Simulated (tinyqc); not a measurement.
Changing the trap depth phi_t: leakage through a gate insulator: direct, Fowler-Nordheim, trap-assisted and Poole-Frenkel currents. Computed by tinyqc, a small Python program. Command: `OMP_NUM_THREADS=1 python tinyqc.py 3021416 3021417 out.jsonl oxideleak sweep`. One thread of a shared host (Intel(R) Xeon(R) Processor @ 2.30GHz), about 0.02 s of CPU time with the checks.

Electrons enter from the cathode Fermi level at x = 0; the conduction band of the insulator lies phi_b - e F x above it, F = V/t. WKB exponents use a parabolic band with mass m.

Inputs (values chosen for the exercise, with an insulator like SiO2):

| quantity | value | unit |
|---|---|---|
| thickness t | 2.1 | nm |
| barrier phi_b | 2.97 | eV |
| tunnelling mass m | 0.43 | m_0 |
| static constant eps_ox | 4.01 | - |
| optical constant eps_opt | 2.1 | - |
| voltage across the insulator V | 0.6 | V |
| trap density N_t | 1.4e+19 | cm^-3 |
| attempt rate nu_0 | 5e+13 | 1/s |
| activation of capture E_a | 0.25 | eV |
| temperature T | 300 | K |

Constants: hbar^2/(2 m_0) = 3.80998212 eV angstrom^2; e = 1.602176634e-19 C; hbar = 1.054571817e-34 J s; k_B = 8.617333262e-05 eV/K; eps_0 = 8.8541878128e-12 F/m.

Method:
- For a level a distance phi(x) below the band, the WKB exponent is 2 int kappa dx with kappa = sqrt(m phi/(hbar^2/2m_0)); for a linear barrier from phi_1 down to phi_2 = max(phi_1 - e F d, 0) it is G = (4/3) sqrt(m/(hbar^2/2m_0)) (phi_1^(3/2) - phi_2^(3/2))/(e F).
- J_tun = e^3 F^2/(16 pi^2 hbar m phi_b) x exp(-G) / [1 - sqrt(phi_2/phi_b)]^2 with the free-electron mass in the cathode (m in m_0), phi_2 = max(phi_b - e V, 0): direct tunnelling for e V < phi_b, Fowler-Nordheim above. Image forces, back-flow and the limit on supply are left out, so J_tun is overstated below about 0.5 V.
- Equivalent oxide thickness = 3.9 t/eps_ox.
- A trap at depth x lies phi_t below the band. Capture: tunnel at the cathode Fermi level from 0 to x (G_in from phi_1 = phi_b), rate nu_0 exp(-G_in - E_c/k_B T) with E_c = E_a + max(phi_b - phi_t - e F x, 0), the last term being the height of the trap above the cathode Fermi level. Emission: tunnel from the trap level to the anode (G_out from phi_1 = phi_t over t - x), rate nu_0 exp(-G_out - E_a/k_B T). Re-emission to the cathode follows from detailed balance, rate_back = rate_in exp(dE/k_B T) with dE = phi_b - phi_t - e F x. Each trap passes R = rate_in rate_out/(rate_in + rate_back + rate_out) electrons per second; filling from the anode is left out.
- J_TAT = e N_t int_0^t R dx by the midpoint rule on 400 intervals; the most effective depth is the midpoint with the largest R, rounded to 0.01 nm.
- Poole-Frenkel emission over the lowered barrier of a charged trap: lowering sqrt(e F/(pi eps_opt eps_0)); J_PF = e N_t^(2/3) nu_0 exp(-(phi_t - lowering)/k_B T), one sheet of traps emitting with supply unlimited (an upper bound).
- J = J_tun + J_TAT (the Poole-Frenkel bound is not added); the ratio J/J_tun is the excess that stress-made traps add.

One run for each value:

| trap depth phi_t (eV) | trap-assisted current J_TAT (A/cm^2) | most effective depth (nm) | Poole-Frenkel bound J_PF (A/cm^2) | J/J_tun |
|---|---|---|---|---|
| 1.3 | 7.2010e-26 | 2.10 | 5.0136e+00 | 1.0000 |
| 1.5 | 1.6004e-22 | 2.10 | 2.1892e-03 | 1.0000 |
| 1.8 | 1.6870e-17 | 2.10 | 1.9976e-08 | 1.0000 |
| 2.3 | 4.0127e-09 | 2.10 | 7.9595e-17 | 1.0000 |
| 2.6 | 1.2842e-04 | 1.29 | 7.2628e-22 | 1.0015 |
| 2.8 | 8.7146e-04 | 1.03 | 3.1714e-25 | 1.0102 |

Give the missing row, trap depth phi_t (eV) = 2.0.

Computed row; columns: (1) trap depth phi_t (eV); (2) trap-assisted current J_TAT (A/cm^2); (3) most effective depth (nm); (4) Poole-Frenkel bound J_PF (A/cm^2); (5) J/J_tun:
```
(1)         (2)   (3)         (4)     (5)
2.0  3.7762e-14  2.10  8.7229e-12  1.0000
```

Interpolating between the two neighbouring rows (linearly) misses most in trap-assisted current J_TAT (A/cm^2), by a factor of 43000. Over the rows, trap-assisted current J_TAT (A/cm^2) rises from 7.20e-26 to 8.71e-4 (exponent d ln y / d ln x 54 between the first rows and 26 between the last); most effective depth (nm) falls from 2.10 to 1.03, flat over part of the range; Poole-Frenkel bound J_PF (A/cm^2) falls from 5.01 to 3.17e-25 (exponent d ln y / d ln x -54 between the first rows and -100 between the last).  Left out: 0.740, 1.00 (the Poole-Frenkel lowering exceeds 85 % of the trap depth).

Caution (rows 1.30, 1.50, 1.80): a current below about 1e-15 A/cm^2 is not measurable. Caution (all rows): the film is too thin for the Poole-Frenkel picture (the lowering is a large part of the whole drop, or the traps are further apart than the film is thick), so J_PF is only nominal.
